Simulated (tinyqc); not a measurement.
Substrate current against gate voltage: lateral field, substrate current, probability of reaching the oxide barrier and hot-carrier lifetime of a silicon transistor (pseudo-two-dimensional and lucky-electron models). Computed by tinyqc, a small Python program. Command: `OMP_NUM_THREADS=1 python tinyqc.py 3010220 3010221 out.jsonl hotcar walk`. One thread of a shared host (Intel(R) Xeon(R) Processor @ 2.30GHz), about 0.01 s of CPU time with the checks.

Local-field models: a lucky carrier gains its energy at the peak field over a path free of collisions. Voltages are magnitudes.

Inputs (values chosen for the exercise, modelled on a silicon n-channel):
```
quantity                              value                      unit
channel length L                        210                        nm
oxide thickness t                       3.7                        nm
junction depth x_j                       60                        nm
mobility mu                             360                cm^2/(V s)
saturation velocity v_s                 0.8                  1e7 cm/s
threshold voltage V_T                  0.38                         V
drain voltage V_D                       2.1                         V
ionisation prefactor A_i              2e+06                      1/cm
ionisation field B_i                   1.65                     MV/cm
hot-carrier mean free path lambda       8.7                        nm
oxide barrier phi_b                     3.1                        eV
interface-trap threshold phi_it         3.8                        eV
lifetime constant H                      30  s microampere/micrometre
length of the depleted extension L_n     14                        nm
```

Drain: lightly doped extension.

Constants: eps_0 = 8.8541878128e-12 F/m.

Method:
- C_ox = 3.9 eps_0/t; F_sat = 2 v_s/mu; V_Dsat = V_ov F_sat L/(V_ov + F_sat L), V_ov = V_G - V_T; I_D/W = C_ox v_s (V_ov - V_Dsat).
- Scale length l = 0.22 t^(1/3) x_j^(1/2) (all in cm); F_m = sqrt(((V_D - V_Dsat)/l_e)^2 + F_sat^2), with l_e = l + L_n; length of the velocity-saturated region l_e ln((V_D - V_Dsat)/(l_e F_sat) + F_m/F_sat).
- Substrate current I_sub/I_D = (A_i/B_i)(V_D - V_Dsat) exp(-B_i/F_m); probability of reaching the oxide barrier exp(-phi_b/(e lambda F_m)); lifetime tau = (H/(I_D/W)) exp(phi_it/(e lambda F_m)).

At the given drain voltage:
```
V_G (V)  V_Dsat (V)  I_D/W (microampere/micrometre)  F_m (kV/cm)  I_sub/W (microampere/micrometre)     tau (s)
0.48        0.09032                            7.23       384.02                            0.2396  3.6135e+05
0.57        0.15786                           23.99       371.29                            0.6636  1.6071e+05
0.73        0.25455                           71.27       353.08                            1.4893  9.9261e+04
0.92        0.34208                          147.77       336.60                            2.3401  8.7712e+04
1.20        0.43650                          286.33       318.84                            3.2658  9.3241e+04
1.40        0.48737                          397.67       309.29                            3.7472  1.0252e+05
1.70        0.54675                          577.33       298.14                            4.2922  1.1974e+05
2.00        0.59217                          767.40       289.62                            4.7062  1.3862e+05
2.30        0.62804                          964.61       282.89                            5.0433  1.5784e+05
```

I_sub rises over the whole table: the growing drain current outweighs the fall of F_m. The shortest lifetime among the rows lies at V_G = 0.92 V, below that of the largest I_sub, since tau depends more steeply on the field.

Extremes, crossings and ranges named in words are read from the listed rows.
